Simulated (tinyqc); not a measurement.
Inside a calculation: free and nearly free electrons in a metal. Values are carried at full precision from step to step, so a last printed digit may differ when a step is redone from the rounded ones.

The cubic cell holds 4 atoms: n = 4 z/a^3, kF = (3 pi^2 n)^(1/3), EF = c kF^2/m, vF = 2 c kF/(m hbar), c = hbar^2/2m0; rs = (3/(4 pi n))^(1/3)/a0; D(EF) = 3 n/(2 EF).

Constants: hbar^2/2m0 = 3.80998211 eV angstrom^2; hbar = 6.58211957e-16 eV s; a0 (Bohr radius) = 0.5291772105 angstrom; kB = 8.617333262e-05 eV/K.

Inputs chosen for the exercise (near those of Al; the results hold for these values, not for the real material):
```
symbol  value  unit          meaning
a       4.036  angstrom      fcc lattice constant
z       3                    free electrons an atom
m       1      m0            mass
rho     2.96   micro-ohm cm  bulk resistivity
T       320    K
V       0.55   eV            |V_G| for G = (111)
x       0.89                 k along G as a share of |G|/2
```

## The Fermi sphere

Evaluate the free-electron quantities.

n = 0.18253 1/angstrom^3
kF = 1.7549 1/angstrom
EF = 11.733 eV
vF = 2.032e+06 m/s
rs = 2.067
D(EF) per atom = 0.3835 1/eV

## Relaxation time and mean free path

Drude: 1/rho = n e^2 tau/(m m0) with e = 1.602176634e-19 C and m0 = 9.1093837e-31 kg; mean free path l = vF tau; rho l = hbar kF/(n e^2) = 12 pi^3 hbar/(e^2 S) with S = 4 pi kF^2 does not depend on tau or m.

Use SI units: n in 1/m^3 (1e30 per 1/angstrom^3), rho in ohm m (1e-8 per micro-ohm cm).

tau = 6.57 fs
l = 13.34 nm
rho l = 3.950 1e-16 ohm m^2

Wires lose conductivity to surfaces and grain boundaries, with an excess that scales as rho l over the width and is of the order of rho itself at a width of l = 13 nm.

## Thermal quantities

gamma = (pi^2/3) kB^2 D(EF) per atom, times 96485.33 x 1e3 for mJ/(mol K^2); mu(T) = EF (1 - (pi kB T/EF)^2/12); Wiedemann-Franz kappa = L0 T/rho with L0 = (pi^2/3) (kB/e)^2, kB/e in V/K.

gamma = 0.904 mJ/(mol K^2)
mu - EF = -0.0533 meV
kappa = 264 W/(m K)

## The sphere against the zone faces

Take G = (hkl) 2 pi/a for (111), (200) and (220), with the number of equivalent faces. The Bragg plane of G lies at |G|/2 with |G| = (2 pi/a) sqrt(h^2 + k^2 + l^2). Where kF exceeds it, the sphere cuts the plane in a circle of radius sqrt(kF^2 - G^2/4).

Distance and circle for each G:
```
G      faces  |G|/2 (1/angstrom)  kF/(|G|/2)  circle radius
(111)      8              1.3482      1.3016         1.1234
(200)      6              1.5568      1.1273         0.8100
(220)     12              2.2016      0.7971              -
```

The sphere crosses the (111) and (200) faces, so electrons spill into higher zones.

## Two plane waves near the face

Two plane waves k and k - G, G = (111) (2 pi/a): H = [[c k^2/m, V], [V, c (k - G)^2/m]] with c = hbar^2/2m0.

Build H for k along G, diagonalise, and give the weight of the first wave in the lower state and its velocity along G relative to a free electron, (w k + (1 - w)(k - G))/k.

H (eV):
```
        1       2
1  5.4856  0.5500
2  0.5500  8.5327
```

levels (eV): 5.3893  8.6290

w = 0.9703
v/v_free = 0.9332

The splitting is 3.240 eV here and 2V = 1.1 eV on the face, where the normal velocity vanishes. There the lower band lies at 6.375 eV and the upper at 7.475 eV, both below the free EF of 11.733 eV: the face centre is filled in both bands and band 2 holds electrons here, while band 1 may keep holes at the zone corners.

## Checks

- Lower level against the closed form of the 2 x 2 problem (eV): both 5.3893.
- The product rho l against hbar kF/(n e^2) (1e-16 ohm m^2): both 3.950.

Computed by tinyqc, a small Python program: `OMP_NUM_THREADS=1 python tinyqc.py 1652301 1652302 out.jsonl` (the numbers bound the seed that draws the inputs); one thread of a shared host (Intel(R) Xeon(R) Processor @ 2.30GHz), about 0.01 s for the whole set of steps.
